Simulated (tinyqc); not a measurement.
Raising the field: Wannier-Stark ladder of a miniband.

One state in each well j = -(Nw - 1)/2 ... (Nw - 1)/2: H_jj = j e F d, H_(j,j+1) = -W/4; 1 kV/cm = 0.01 meV/angstrom. In an infinite chain the levels are j e F d and the state of well 0 has amplitude J_j(x) in size on well j, x = W/(2 e F d).

Inputs chosen for the exercise (near those of a GaAs/AlGaAs superlattice; not measured data):
```
symbol  value                             unit      meaning
W       19                                meV       miniband width
d       97                                angstrom  period
Nw      9                                           wells
Fs      (2.5, 3.5, 4.7, 6.7, 10, 17, 38)  kV/cm     fields
```

Infinite-chain weights beside the middle spacing of the finite stack.

Results:
```
F (kV/cm)  e F d (meV)      x  J_0^2  J_1^2  J_2^2  middle spacing/(e F d)
2.5               2.42  3.918  0.161  0.001  0.147                  1.1752
3.5               3.40  2.798  0.034  0.168  0.228                  1.0329
4.7               4.56  2.084  0.031  0.325  0.138                  1.0052
6.7               6.50  1.462  0.284  0.305  0.050                  1.0004
10                9.70  0.979  0.599  0.188  0.012                  1.0000
38               36.86  0.258  0.967  0.016  0.000                  1.0000
```

Give the missing row, F (kV/cm) = 17.

Computed row:
```
F (kV/cm)  e F d (meV)      x  J_0^2  J_1^2  J_2^2  middle spacing/(e F d)
17               16.49  0.576  0.844  0.076  0.002                  1.0000
```

J_0 vanishes at x = 2.405, F = 4.1 kV/cm, where the line at j = 0 disappears; J_0^2 overtakes J_1^2 for good at x = 1.435, F = 6.8 kV/cm, and reaches 0.97 in the last row. The 9 wells reproduce the middle spacing of the even ladder to 1 % from 4.7 kV/cm on, where the swing W/(e F d) = 2x is 4.2 periods. The lines are seen apart only where e F d exceeds their width, usually a few meV.

Program tinyqc; command `OMP_NUM_THREADS=1 python tinyqc.py 1281881 1281882 out.jsonl`; about 0.01 s on one thread of a shared Intel(R) Xeon(R) Processor @ 2.30GHz.
